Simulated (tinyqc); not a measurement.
Velocity overshoot from momentum and energy balance equations after a field step: one step, computed by the program tinyqc. Command: `OMP_NUM_THREADS=1 python tinyqc.py 3014656 3014657 out.jsonl overshoot walk`. One thread of a shared host (Intel(R) Xeon(R) Processor @ 2.30GHz), about 0.01 s of CPU time with the checks.

At t = 0 the field jumps from 0 to F in a uniform sample. v is the drift velocity and u = w - (3/2) k_B T the excess energy per carrier.

Question. First four steps. dv/dt = e F/m - v/tau_m(u), du/dt = e F v - u/tau_E, tau_m(u) = tau_0/(1 + c u), tau_0 = m mu_0/e, c = mu_0/(e tau_E v_s^2); this choice gives the steady state v (1 + mu_0 F v/v_s^2) = mu_0 F, which saturates at v_s. Step: v_new = v + dt (e F/m - v/tau_m(u)), u_new = u + dt (e F v - u/tau_E). Start v = u = 0; the distance adds dt (v + v_new)/2.

Inputs (values chosen for the exercise, modelled on electrons in germanium except for tau_E): energy relaxation time tau_E = 0.39 ps; field after the step F = 2.8 kV/cm; lattice temperature T = 300 K; time step dt = 6.4 fs.

Scheme: explicit Euler.

c = 227.3534 1/eV

tau_0 = 279.7330 fs

acceleration e F/m = 0.004103913 1e7 cm/s per fs

Give: Steps.

Answer.

Steps:
```
step  t (fs)  v (1e7 cm/s)     u (eV)  tau_m (fs)
1        6.4        0.0263          0       279.7
2       12.8        0.0519  4.707e-06       279.4
3       19.2        0.0770  1.394e-05       278.8
4       25.6        0.1015  2.751e-05       278.0
```

After the first step u is still 0, below the drift energy m v^2/2, because the explicit scheme uses the old v: an error of the finite time step.
